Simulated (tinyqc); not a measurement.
Worked calculation: coherent transport through a tight-binding region between two chains. Computed by tinyqc, a small Python program that keeps every step. Settings: temperature = 77, mu = 0.12. Command: `OMP_NUM_THREADS=1 python tinyqc.py 28155 28156 out.jsonl` (the two numbers bound the seeds that draw the settings). One thread of a shared host (Intel(R) Xeon(R) Processor @ 2.60GHz), about 0.08 s of CPU time with the checks.

## Transmission at E = 0.66 eV

H of the central region (eV), lower triangle:
```
         1        2        3        4        5       6
1   0.0000
2  -1.1300   0.9700
3   0.0000  -1.1300   0.9700
4   0.0000   0.0000  -1.1300   0.9700
5   0.0000   0.0000   0.0000  -1.1300   0.9700
6  -1.1300   0.0000   0.0000   0.0000  -1.1300  0.0000
```

Leads: semi-infinite chains with site energy 0:
```
parameter                           value
lead hopping t (eV)              2.370000
coupling to the left lead (eV)   0.930000
coupling to the right lead (eV)  0.820000
left contact site                       1
right contact site                      6
```

E = 0.6600 eV

Surface Green function g = (E - i sqrt(4 t^2 - E^2)) / (2 t^2); self-energy tc^2 g on each contact site; G = (E - H - Sigma)^(-1); Gamma = -2 Im Sigma; T = Gamma_L Gamma_R |G_LR|^2; local density of states -Im G_ii / pi.

g = 0.0588-0.4178i 1/eV

G (1/eV), lower triangle:
```
                 1                2                3               4
1   0.0209-0.0420i
2   0.4771+0.0215i  -0.0197-0.0986i
3   0.1100+0.0479i   0.4024-0.0485i   0.0004-0.0612i
4  -0.4469-0.0083i   0.1301+0.0853i   0.4826+0.0317i  0.0023-0.0766i
5  -0.2326-0.0502i  -0.3668+0.0719i   0.1320+0.0699i  0.4030-0.0527i
6   0.3831-0.0055i  -0.2307-0.0656i  -0.4464-0.0125i  0.1082+0.0621i

                 5               6
5  -0.0215-0.0844i
6   0.4761+0.0296i  0.0224-0.0540i
```

local density of states (1/eV): 0.0134  0.0314  0.0195  0.0244  0.0269  0.0172

transmission = 0.0596

## Transmission across the band

The same steps on a grid of energies.

T(E):
```
E (eV)            T
-4.503000  2.52e-04
-4.052700    0.0012
-3.602400    0.0034
-3.152100    0.0097
-2.701800    0.0326
-2.251500    0.1752
-1.801200    0.9549
-1.350900    0.2366
-0.900600    0.0978
-0.450300    0.8597
0.000000     0.0130
0.450300     0.0441
0.900600     0.0896
1.350900     0.3433
1.801200     0.5654
2.251500     0.0035
2.701800     0.0018
3.152100     0.1413
3.602400     0.0071
4.052700     0.0017
4.503000   3.13e-04
```

levels of the isolated region (eV): -1.7806  -0.5175  -0.3860  1.5612  1.9781  3.0247

## Current

I = (2e/h) int T(E) [f(E - mu - V/2) - f(E - mu + V/2)] dE at 77 K with mu = 0.12 eV, the bias not changing H; 2e^2/h = 77.48092 microsiemens; the integral runs over the band on 4001 points.

Current:
```
V (volt)  I (microampere)
0.0100             0.0179
0.0500             0.0894
0.1000             0.1784
0.2000             0.3541
0.4000             0.6884
0.8000             1.5245
```
